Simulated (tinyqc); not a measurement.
Inside a calculation: donors on two lattice sites with valley-orbit split states. Values are carried at full precision from step to step, so a last printed digit may differ when a step is redone from the rounded ones.

Each donor binds at most one electron, in any of its states. For a site s, W_s = sum over its states of g exp(E/kT), and the ionised share is 1/(1 + W_s exp(eta)), eta = (EF - Ec)/kT; n = Nc F_1/2(eta); neutrality n + NA = ND x (mean ionised share, the two sites in equal numbers); holes are neglected. Nc from N = 2 (m kB T/(4 pi c))^(3/2) with c = hbar^2/2m0, in 1/angstrom^3; times 1e24 for 1/cm^3, m = md. F_j(eta) = (1/Gamma(j + 1)) integral_0^infinity x^j dx/(1 + exp(x - eta)), which tends to exp(eta) for eta << 0.

Constants: hbar^2/2m0 = 3.80998211 eV angstrom^2; kB = 8.617333262e-05 eV/K.

Inputs chosen for the exercise (near those of nitrogen in 4H-SiC; shifted at random, so the results belong to these values and not to a real crystal): md = 0.778 m0 (density-of-states mass of the conduction band); E = (60.1, 53.2, 129.7, 86.6) meV (binding energies of h ground, h excited, k ground, k excited); g = (2, 4, 2, 4) (their degeneracies with spin); T = 300 K; ND = 3.4e+16 1/cm^3 (donors, half on each site); NA = 7.2e+15 1/cm^3 (compensating acceptors, all ionised); mu0 = 43 cm^2/(V s) (mobility at heavy doping); mu1 = 934 cm^2/(V s) (mobility at light doping and 300 K); Nr = 2.2e+17 1/cm^3 (reference doping); de = 0.61 (doping exponent); ga = 2.4 (temperature exponent).

## Partition sums of the neutral donor

Give each term g exp(E/kT), W_s, and the effective degeneracy W_s exp(-E_ground/kT).

Nc = 1.7220e+19 1/cm^3

terms: h ground 20.45, h excited 31.32, k ground 301.9, k excited 114.0

W_s: h 51.766, k 415.91

effective degeneracy: h 5.063, k 2.755

The ground state alone would give 2 and all states together 6 on each site; here the excited states hold 60 % and 27 % of the bound electrons on the h and k sites.

## Neutrality

Solve for eta.

eta = -6.746
n = 2.02e+16 1/cm^3

ionised share: h 0.943, k 0.672

n is 0.755 of ND - NA. The deeper k site is ionised 0.71 times as much as the h site.

## Mobility and resistivity

Mobility (Caughey-Thomas form): mu = mu0 + (mu1 (T/300)^(-ga) - mu0)/(1 + ((ND + NA)/Nr)^de); rho = 1/(e n mu), e = 1.602176634e-19 C.

Compare with full ionisation, n = ND - NA.

mu = 698.2 cm^2/(V s)
rho = 0.442 ohm cm
rho at full ionisation = 0.334 ohm cm

Incomplete ionisation raises rho by a factor 1.32.

## Checks

- n + NA against ND times the mean ionised share (1/cm^3): both 2.744e+16.

(tinyqc, `OMP_NUM_THREADS=1 python tinyqc.py 1680306 1680307 out.jsonl`, Intel(R) Xeon(R) Processor @ 2.30GHz, 1 thread, shared host, about 0.01 s.)
